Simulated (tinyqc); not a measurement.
Bias-temperature instability from a Gaussian distribution of capture and emission barriers: one step, computed by the program tinyqc. Command: `OMP_NUM_THREADS=1 python tinyqc.py 3005806 3005807 out.jsonl bti walk`. One thread of a shared host (Intel(R) Xeon(R) Processor @ 2.30GHz), about 0.01 s of CPU time with the checks.

Each trap has a capture time tau_0 exp(E_c/(k_B T)) under stress and an emission time tau_0 exp(E_e/(k_B T)) after it. E_c is Gaussian, and E_e = E_c + d with d Gaussian and independent. A trap counts as filled once t_s exceeds its capture time and as emptied once t_r exceeds its emission time.

Task: Recovery. Demarcation energies E_s = k_B T ln(t_s/tau_0), E_r = k_B T ln(t_r/tau_0); mean barrier mu = mu_c - k_F F; z = (E_s - mu)/sigma_c; Phi is the standard normal distribution. Temperatures in kelvin are T(C) + 273.15. Remaining shift dV = V_max int_(-infinity)^(E_s) g(E_c) [1 - Phi((E_r - E_c - delta)/sigma_d)] dE_c, g the Gaussian density of E_c (Gauss-Legendre, 120 points over 7 sigma_c below E_s).

Inputs (values chosen for the exercise, for a model p-channel transistor):
```
quantity,value,unit
shift with all traps filled V_max,110,mV
spread of capture barriers sigma_c,0.28,eV
"mean of E_e - E_c at the stress field, delta",-0.25,eV
"spread of E_e - E_c, sigma_d",0.3,eV
time constant tau_0,3e-10,s
temperature T,60,C
stress time t_s,60,s
recovery time t_r,2e-06,s
```

mean barrier mu = 1.3054 eV

shift without recovery dV0 = 2.537599 mV

Constants: k_B = 8.617333262e-05 eV/K.

Give: E_r; remaining shift dV; remaining share dV/dV0.

Result:

E_r = 0.25278 eV

remaining shift dV = 1.7096 mV

remaining share dV/dV0 = 0.67371

A measurement delay of t_r hides 33 % of the shift. Caution: part of the filled traps have an emission barrier near or below zero, which means only that they empty at once.
